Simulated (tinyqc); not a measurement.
# Gate-all-around wire with two subbands, quantum capacitance: effect of the mass along the wire

phi is the Fermi level above the lowest subband edge, in volts; Vg is counted from the gate voltage at which an empty wire would have phi = 0. Both directions of motion are filled (equilibrium).

N1 = gv sqrt(2 md m0 kB T/(pi hbar^2)); n1 = N1 F(phi/Vt), n2 = g2 N1 F((phi - E2)/Vt), n = n1 + n2, F(e) = (1/sqrt(pi)) int_0^infinity u^(-1/2) du/(1 + exp(u - e)); Cq = q dn/dphi = (q N1/Vt) [F'(phi/Vt) + g2 F'((phi - E2)/Vt)]. Cox = 2 pi eps0 eox/ln(1 + tox/rw) per length; Vg = phi + q n/Cox. 1/C_G = 1/Cox + 1/(Cq); dphi/dVg = Cox/(Cox + Cq).

Parameters, values chosen for the exercise: temperature T = 77 K; relative permittivity of the gate insulator (close to silicon dioxide) eox = 3.9; insulator thickness tox = 1.6 nm; valley degeneracy gv = 1; second subband above the first E2 = 0.2 eV; orbital degeneracy of the second subband g2 = 2; radius of the wire rw = 3.9 nm; gate voltage Vg = 0.77 V.

Constants: q = 1.602176634e-19 C, kB = 1.380649e-23 J/K, hbar = 1.054571817e-34 J s, m0 = 9.1093837015e-31 kg, Vt = kB T/q, eps0 = 8.8541878128e-14 F/cm where lengths are in cm. Results are converted to the units shown.

The same in every row: Cox (pF/cm) = 6.311.

Effect of the mass along the wire:
```
md (m0),phi (V),n (cm^-1),Cq (pF/cm),C_G (pF/cm),dphi/dVg,share of the second band (%)
0.02,0.5458,8.831e6,1.757,1.375,0.7822,61.42
0.034,0.4963,1.078e7,2.455,1.768,0.7199,60.71
0.057,0.4434,1.287e7,3.468,2.238,0.6454,59.70
0.097,0.3868,1.509e7,5.080,2.815,0.5541,58.15
0.16,0.3351,1.713e7,7.510,3.429,0.4566,55.92
0.28,0.2838,1.915e7,12.23,4.163,0.3404,52.01
0.47,0.2463,2.063e7,20.80,4.842,0.2328,46.22
0.8,0.2205,2.164e7,40.98,5.469,0.1334,36.73
```

As md goes from 0.02 to 0.8, Cq rises from 1.76 to 41.0 pF/cm, C_G/Cox rises from 0.218 to 0.867 and n rises from 8.83e6 to 2.16e7 cm^-1. Cq is below Cox for md = 0.02, 0.034, 0.057, 0.097; there the density of states limits the response dn/dVg more than the insulator does. For md = 0.02, 0.034, 0.057, 0.097 phi exceeds 0.3 V, where non-parabolicity and further bands matter for so light a mass.

tinyqc, about 0.01 s, one thread, Intel Xeon 2.30GHz (shared host): `OMP_NUM_THREADS=1 python tinyqc.py 2200069 2200070 out.jsonl`
